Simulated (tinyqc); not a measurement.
Trap density from the capacitance step.

Inverse problem. A junction with shallow donors Nd and a deep trap has C_HF = eps0 eps_r/W and C_LF = eps0 eps_r (Nd + Nt)/(Nd W + Nt xt), xt = W - lam. Find W, xt and Nt.

Parameters, values chosen for the exercise:

| symbol | value | unit | meaning |
|---|---|---|---|
| eps_r | 11.9 |  | relative permittivity |
| Nd | 3.1e15 | cm^-3 | shallow donor density |

Constants: eps0 = 8.8541878128e-14 F/cm where lengths are in cm. Results are converted to the units shown.

C_HF = 22.345935 nF/cm^2
C_LF = 23.977396 nF/cm^2
lam = 114.96328 nm

Solution. C_HF gives W. With y = C_LF/C_HF, Nt/Nd = (y - 1)/(1 - y xt/W).

W = 472 nm
xt = 357 nm
Nt = 1.20e15 cm^-3

Numbers from tinyqc (`OMP_NUM_THREADS=1 python tinyqc.py 2050095 2050096 out.jsonl`; about 0.01 s on one thread of a shared Intel Xeon 2.30GHz).
